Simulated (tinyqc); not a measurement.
What each parameter does: Tamm state at the end of a one-band chain.

A half-infinite chain with site energy 0 and hopping -t, band E = -2t cos(ka); the end site has energy D. The surface Green function of the unperturbed half chain is g = (E -/+ sqrt(E^2 - 4t^2))/(2t^2), the root with |t g| <= 1 and Im g <= 0, and with the shift G = g/(1 - D g).

Inputs chosen for the exercise:

| symbol | value | unit | meaning |
|---|---|---|---|
| t | 0.77 | eV | hopping |
| D | 1.56 | eV | shift of the end site |
| a | 3.8 | angstrom | spacing |
| E | 1.12 | eV | energy in the band |

E = D + t^2/D, weight 1 - (t/D)^2, decay length -a/ln|t/D|, surface density -Im G/pi at E.

Results for these values:

| case | bound level (eV) | weight | decay (angstrom) | density (1/eV) |
|---|---|---|---|---|
| base | 1.9401 | 0.7564 | 5.382 | 0.1315 |

What happens to each result for t = 0.8085 eV, all else kept?

Answer: bound level rises from 1.9401 to 1.9790; weight falls from 0.7564 to 0.7314; decay rises from 5.382 to 5.782; density rises from 0.1315 to 0.1385.

The same for each parameter in turn:

| case | bound level (eV) | weight | decay (angstrom) | density (1/eV) |
|---|---|---|---|---|
| base | 1.9401 | 0.7564 | 5.382 | 0.1315 |
| t = 0.8085 eV | 1.9790 | 0.7314 | 5.782 | 0.1385 |
| D = 1.872 eV | 2.1887 | 0.8308 | 4.277 | 0.0841 |
| a = 4.18 angstrom | 1.9401 | 0.7564 | 5.920 | 0.1315 |
| E = 0.56 eV | 1.9401 | 0.7564 | 5.382 | 0.1061 |

(tinyqc, `OMP_NUM_THREADS=1 python tinyqc.py 1480134 1480135 out.jsonl`, Intel(R) Xeon(R) Processor @ 2.30GHz, 1 thread, shared host, about 0.01 s.)
